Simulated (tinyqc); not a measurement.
Width of the well: optical transitions of a finite quantum well.

Each carrier sees a square well of width L with its own depth V and masses m (inside), mb (outside); c = hbar^2/2m0, k = sqrt(m E/c), kappa = sqrt(mb (V - E)/c), and level n solves k L + 2 atan[(k/m)/(kappa/mb)] = n pi. The envelope is cos(kz) for odd n and sin(kz) for even n inside, joins exp(-kappa (|z| - L/2)) outside, and is normalised to 1. Excitons and band mixing are left out.

Constants: hbar^2/2m0 = 3.80998211 eV angstrom^2; hc = 1239.841984 eV nm.

Values chosen for the exercise (near those of a GaAs well in AlGaAs; the results hold for these values, not for the real material):

| symbol | value | unit | meaning |
|---|---|---|---|
| Eg | 1.545 | eV | gap of the well |
| Vc | 0.162 | eV | conduction offset |
| Vv | 0.09 | eV | valence offset |
| me | 0.0661 | m0 | electron, well |
| meb | 0.0836 | m0 | electron, barrier |
| mh | 0.343 | m0 | heavy hole along z, well |
| mhb | 0.402 | m0 | heavy hole, barrier |
| ml | 0.0926 | m0 | light hole along z, well |
| mlb | 0.1078 | m0 | light hole, barrier |
| Ls | (34, 50, 64, 77, 97, 141, 210) | angstrom | widths |

Edge wavelength hc/(Eg + e1 + hh1), squared e1-hh1 overlap, lh1 - hh1, and the 1-2 intersubband energy with f_12 = (m1/c) E12 z_12^2, 1/m1 = <1|1/m|1> (dash: e2 unbound).

Results:

| L (angstrom) | edge (nm) | overlap^2 | lh1 - hh1 (meV) | E12 (meV) | f_12 |
|---|---|---|---|---|---|
| 34 | 744.1 | 0.9248 | 24.6 | - | - |
| 50 | 761.3 | 0.9521 | 21.5 | - | - |
| 64 | 771.0 | 0.9652 | 18.1 | 110.4 | 0.601 |
| 77 | 777.4 | 0.9729 | 15.4 | 101.6 | 0.941 |
| 97 | 784.0 | 0.9805 | 12.0 | 81.1 | 0.986 |
| 141 | 791.8 | 0.9890 | 7.5 | 49.4 | 0.976 |
| 210 | 796.9 | 0.9942 | 4.2 | 26.6 | 0.967 |

What can be read from this table?

The edge tunes from 744 to 797 nm, towards hc/Eg = 802 nm, while the overlap goes from 0.925 to 0.994. e2 binds at L = pi sqrt(c/(me Vc)) = 59.3 angstrom; f_12 starts from zero there and is 0.601 at 64 angstrom, the rest going to the continuum; among the widths listed it peaks at 0.986 (97 angstrom) and is 0.967 in the widest well, against 0.961 for hard walls.

Computed by tinyqc, a small Python program: `OMP_NUM_THREADS=1 python tinyqc.py 1250724 1250725 out.jsonl` (the numbers bound the seed that draws the inputs); one thread of a shared host (Intel(R) Xeon(R) Processor @ 2.30GHz), about 0.3 s for the whole set of steps.
